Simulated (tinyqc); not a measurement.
What each parameter of the potential does: deformation potentials from a strained empirical pseudopotential.

Diamond lattice, no spin-orbit coupling. Atomic form factor V(q) = a1 (q^2 - a2)/(a3 exp(a4 q^2) - 1) in rydberg with q in 1/bohr, for the unstrained cell. Under a strain e the reciprocal vectors and k go over into (1 + e)^(-1) G, the atoms sit at +/- tau with tau = (1 + e) a (1,1,1)/8 - zeta a (eyz, ezx, exy)/4, and H(G,G') = c |k + G|^2 delta + (V(q)/det(1 + e)) cos(q.tau), q = G - G', with the term q = 0 left out; c = hbar^2/2m0. The basis is fixed before straining: all G with |k + G|^2 up to 16 (2 pi/a)^2. k is given in units of 2 pi/a of the unstrained cell.

Constants: hbar^2/2m0 = 3.80998211 eV angstrom^2; Ry = 13.60569312 eV; a0 (Bohr radius) = 0.5291772105 angstrom.

Inputs chosen for the exercise (a germanium-sized cell with gaps well above those of Ge; not measured data):
```
symbol  value  unit      meaning
a       5.665  angstrom  lattice constant
a1      0.398
a2      2.445
a3      2.042
a4      0.455
kD      0.81   2 pi/a    position of the Delta minimum
```

Gaps from the valence top to level 5 at Gamma and level 5 at (kD,0,0) and L, and their deformation potentials [E(+h) - E(-h)]/(3 ln((1 + h)/(1 - h))) for e = +/- h 1, h = 0.002. The row for the lattice constant keeps V(q) without the volume factor, so it is not a strain. Each row changes one parameter from the base and keeps the others.

Results:
```
case                Gamma (eV)  Delta (eV)  L (eV)  potential Gamma (eV)  potential Delta (eV)  potential L (eV)
base                     1.479       1.447   1.198                 -9.10                  0.70             -3.02
a = 5.722 angstrom       1.266       1.678   1.248                 -9.28                  0.38             -3.23
a1 = 0.402               1.501       1.519   1.246                 -9.18                  0.67             -3.07
a2 = 2.421               1.620       1.385   1.216                 -9.05                  0.77             -2.98
a3 = 2.022               1.498       1.544   1.259                 -9.20                  0.68             -3.06
a4 = 0.45                1.541       1.523   1.261                 -9.25                  0.61             -3.13
```

The largest shifts from the base row, up to three for each result and ties (the steps differ in size, so this ranks the rows, not the parameters). Gamma (eV): a -0.213, a2 +0.141, a4 +0.062. Delta (eV): a +0.231, a3 +0.096, a4 +0.076. L (eV): a4 +0.063, a3 +0.061, a +0.050. potential Gamma (eV): a -0.18, a4 -0.15, a3 -0.10. potential Delta (eV): a -0.32, a4 -0.09, a2 +0.07. potential L (eV): a -0.21, a4 -0.10, a2 +0.04, a1 -0.04, a3 -0.04.

Program tinyqc; command `OMP_NUM_THREADS=1 python tinyqc.py 1880855 1880856 out.jsonl`; about 0.2 s on one thread of a shared Intel(R) Xeon(R) Processor @ 2.30GHz.
